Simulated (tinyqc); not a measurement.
Worked calculation: LCCD on RHF in the sto-3g basis, for H3+, spin multiplicity 1. One step of it, computed by the program tinyqc.

Task: LCCD: starting amplitudes. t_ij^ab = <ij||ab> / (e_i + e_j - e_a - e_b), whose energy is MP2.

orbital energies (hartree): MO1 -0.997738, MO2 -0.127380, MO3 -0.126999

Two-electron integrals over orbitals (pq|rs), unique and non-zero (hartree):
```
(11|11) 0.542587    (21|11) -0.000011   (21|21) 0.146307    (22|11) 0.531722
(22|21) 0.017015    (22|22) 0.623050    (31|11) 0.000064    (31|22) -0.101543
(31|31) 0.146315    (32|21) -0.101597   (32|22) -0.000013   (32|31) -0.017010
(32|32) 0.080917    (33|11) 0.531802    (33|21) -0.017019   (33|22) 0.461376
(33|31) 0.101565    (33|32) 0.000013    (33|33) 0.623075
```

Give: Starting amplitudes; correlation energy.

Result:

Starting amplitudes (spin orbitals 1a, 1b, ...; amplitudes related by a flip of all spins are not repeated):

| from | to | t |
|---|---|---|
| 1a 1b | 2a 2b | -0.0840 |
| 1a 1b | 3a 3b | -0.0840 |

correlation energy = -0.024590 hartree
